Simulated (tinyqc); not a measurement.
Comparisons within one model: plasmons of a degenerate electron gas in the random-phase approximation. A value that a table varies takes the place of the one given here.

Zero temperature, parabolic band: kF = (3 pi^2 n)^(1/3), EF = c kF^2/m, Ep^2 = 8 pi c e2 n/(m eb), qTF^2 = 6 pi e2 n/(eb EF), c = hbar^2/2m0, e2 = e^2/(4 pi eps0), n in 1/angstrom^3 (1e-24 per 1/cm^3).

Lindhard function: eps(q, E)/eb = 1 + (qTF/q)^2 (f1 + i f2) with z = q/(2 kF), u = E/(hbar vF q), hbar vF = 2 c kF/m; f1 = 1/2 + [h(z - u) + h(z + u)]/(8 z), h(x) = (1 - x^2) ln|(x + 1)/(x - 1)|; f2 = pi u/2 for z + u < 1, (pi/(8 z))(1 - (z - u)^2) for |z - u| < 1 < z + u, else 0. Pairs exist for c (q^2 - 2 q kF)/m < E < c (q^2 + 2 q kF)/m.

Constants: hbar^2/2m0 = 3.80998211 eV angstrom^2; e^2/(4 pi eps0) = 14.39964547 eV angstrom; a0 (Bohr radius) = 0.5291772105 angstrom.

Parameters, chosen for this exercise (mass and background constant near those of GaAs; polar phonons, which mix with the plasmon in the real crystal, and the rise of the mass with filling are left out; shifted at random, so the results belong to these values and not to a real crystal):
```
symbol  value    unit        meaning
n       1.5e+18  1/cm^3      electron density
m       0.0666   m0          mass
eb      10.8                 background dielectric constant
ed      1                    dielectric constant of the surroundings
d       50       angstrom    film thickness
qp      0.0129   1/angstrom  wave vector of the plasmon
```

## Dispersion and weight of the plasmon

Short formula: E^2 = Ep^2 + (3/5)(hbar vF q)^2 + (c q^2/m)^2; qc is where the plasmon meets the top of the continuum. The weight is the share of the f-sum that the plasmon carries, 2E/(Ep^2 d(eps/eb)/dE); a dash marks no undamped root.

Energies (meV):
```
q (1/angstrom)   q/kF  top of continuum  plasmon  short formula  weight
0.00166         0.047             6.884    53.88          53.88   1.000
0.00415         0.117             17.80    55.21          55.19   0.999
0.00664         0.187             29.43    57.70          57.59   0.995
0.00914         0.258             41.81    61.44          61.00   0.981
0.0116          0.328             54.70    66.46          65.27   0.943
0.0133          0.376             64.01    70.88          68.70   0.882
0.0150          0.424             73.65    76.35          72.51   0.751
0.0161          0.455             80.06    80.69          75.16   0.557
0.0183          0.517             93.31        -          80.88       -
0.0216          0.610             114.2        -          90.46       -
```

qc = 0.01661 1/angstrom

Ep = 53.62 meV. The plasmon rises from 53.88 to 80.69 meV just before qc, 50 % above Ep. The short formula errs by -0.71 % at q/kF = 0.26 and -6.86 % next to qc. The weight falls from 1.000 to 0.557 as pairs take over the sum.

## Density dependence

n is multiplied by the factor listed.

Results:
```
factor     rs  EF (meV)  Ep (meV)  Ep/EF  qc/kF  alpha = 3 EF/(5 Ep)
0.10    1.361     15.46     16.96  1.097  0.630                0.547
0.20    1.080     24.54     23.98  0.977  0.577                0.614
0.50    0.796     45.20     37.92  0.839  0.513                0.715
1.0     0.632     71.74     53.62  0.747  0.469                0.803
2.0     0.501     113.9     75.83  0.666  0.429                0.901
5.0     0.369     209.8     119.9  0.572  0.381                1.050
10      0.293     333.0     169.6  0.509  0.348                1.178
```

Over two decades Ep grows by 10.0 (n^(1/2)) and EF by 21.5 (n^(2/3)), so Ep/EF falls from 1.097 to 0.509 as sqrt(rs), and qc/kF from 0.630 to 0.348: in a dense gas the plasmon enters the continuum earlier on the scale of kF. alpha is the coefficient in E = Ep + alpha hbar^2 q^2/(m m0).

## Thin film modes against wave vector (bulk, surface, particle and sheet plasmons)

Drude medium eps = eb (1 - Ep^2/E^2), no retardation. A film of thickness d has modes eps = -ed coth(q d/2) (lower) and eps = -ed tanh(q d/2) (upper); a sheet with ns = n d has E^2 = 4 pi c e2 ns q/(m ed). One surface: eps = -ed; small sphere: eps = -2 ed.

Modes (meV):
```
q d    q (1/angstrom)  lower  upper  sheet
0.020        0.000400  16.74  53.60  17.62
0.050         0.00100  24.72  53.56  27.86
0.10          0.00200  31.74  53.50  39.40
0.20          0.00400  38.61  53.38  55.73
0.50           0.0100  45.68  53.03  88.11
1.0            0.0200  48.94  52.51  124.6
2.0            0.0400  50.63  51.83  176.2
4.0            0.0800  51.22  51.38  249.2
8.0             0.160  51.30  51.30  352.4
```

bulk, surface, sphere (meV): 53.62  51.30  49.26

At small q d the lower mode tends to the sheet law sqrt(q) (no listed row is yet within 5 %) and the upper one starts near the bulk value. At q d = 8 the two are 0.0029 meV apart around the surface value 51.3 meV. Retardation, left out here, matters where q is below about three times sqrt(ed) E/(hbar c), hbar c = 1973.27 eV angstrom: that holds for 0 of the rows (from the top) for the lower mode and 0 for the upper one. From q d = 1 on q exceeds half of kF = 0.0354 1/angstrom, where a local dielectric function has failed; it does so earlier, once hbar vF q nears the mode energy. The film is thinner than half a Fermi wavelength, pi/kF, so a real one would be quantised.

## What moves the plasmon

The plasmon is taken at qp. Each row changes one parameter from the base and keeps the others.

Results:
```
case                     Ep (meV)  plasmon at qp (meV)  qc (1/angstrom)
base                        53.62                69.76          0.01661
n = 1.8e+18 1/cm^3          58.74                75.21          0.01724
m = 0.0766 m0               50.00                63.07          0.01754
eb = 9.72                   56.52                71.82          0.01730
qp = 0.00903 1/angstrom     53.62                61.25          0.01661
```

The largest shifts from the base row, up to three for each result and ties (the steps differ in size, so this ranks the rows, not the parameters). Ep (meV): n +5.12, m -3.62, eb +2.90; unchanged at the printed digits by qp. plasmon at qp (meV): qp -8.52, m -6.69, n +5.45. qc (1/angstrom): m +0.000924, eb +0.000691, n +0.000630; unchanged at the printed digits by qp.

(tinyqc, `OMP_NUM_THREADS=1 python tinyqc.py 1651224 1651225 out.jsonl`, Intel(R) Xeon(R) Processor @ 2.30GHz, 1 thread, shared host, about 0.01 s.)
